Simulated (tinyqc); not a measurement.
Fully depleted semiconductor-on-insulator film with two gates, non-linear Poisson equation by Newton steps: one step of the calculation.

One dimension across the film, front interface at x = 0, back interface at x = ts. psi is counted from the intrinsic level, n = ni exp(psi/Vt) (source grounded), holes neglected, acceptors ionised. Gates act through Cox = eps0 eox/tox and Cbox = 3.9 eps0/tb with potentials G1 = Vg - (phiM - chi - Vt ln(Nc/ni)) and G2 = Vb - (phiB - chi - Vt ln(Nc/ni)). Classical Boltzmann densities, no interface charge, no depletion in the back plane.

Question. Capacitances and gate potentials. ni = sqrt(Nc Nv) exp(-Eg/(2 Vt)), Eg in volts; Cox, Cbox, G1, G2 as defined; Cs = eps0 eps_r/ts; a = eps0 eps_r/h with h = ts/10; coupling ratio of a depleted film Cs Cbox/(Cox (Cs + Cbox)).

Values chosen for this exercise; band and dielectric values close to those of silicon:
```
symbol    value   unit                                                                 meaning
T           300      K                                                             temperature
Eg         1.14     eV                                                                band gap
eps_r      11.6                                                          relative permittivity
Nc      2.78e19  cm^-3                                  conduction-band density of states at T
Nv      2.61e19  cm^-3                                     valence-band density of states at T
chi        4.05     eV                                                       electron affinity
eox        25.1         relative permittivity of the gate insulator (close to zirconium oxide)
tox         7.5     nm                                                     insulator thickness
ts          9.4     nm                                                          film thickness
tb          140     nm                                      buried-oxide thickness (eps_r 3.9)
phiM        4.2     eV                                         work function of the front gate
phiB        4.1     eV                                         work function of the back plane
Vb            0      V                                                       back-gate voltage
Vg          0.1      V                                                      front-gate voltage
```

Constants: q = 1.602176634e-19 C, kB = 1.380649e-23 J/K, Vt = kB T/q, eps0 = 8.8541878128e-14 F/cm where lengths are in cm. Results are converted to the units shown.

Give: ni; Cox; Cbox; Cs; a; G1; G2; coupling ratio.

Answer.

ni = 7.1575e9 cm^-3
Cox = 2.9632 uF/cm^2
Cbox = 0.024665 uF/cm^2
Cs = 1.0926 uF/cm^2
a = 10.926 uF/cm^2
G1 = 0.52082 V
G2 = 0.52082 V
coupling ratio = 0.0081401

Program tinyqc, `OMP_NUM_THREADS=1 python tinyqc.py 2190043 2190044 out.jsonl`; Intel Xeon 2.30GHz, shared host, one thread, about 0.3 s.
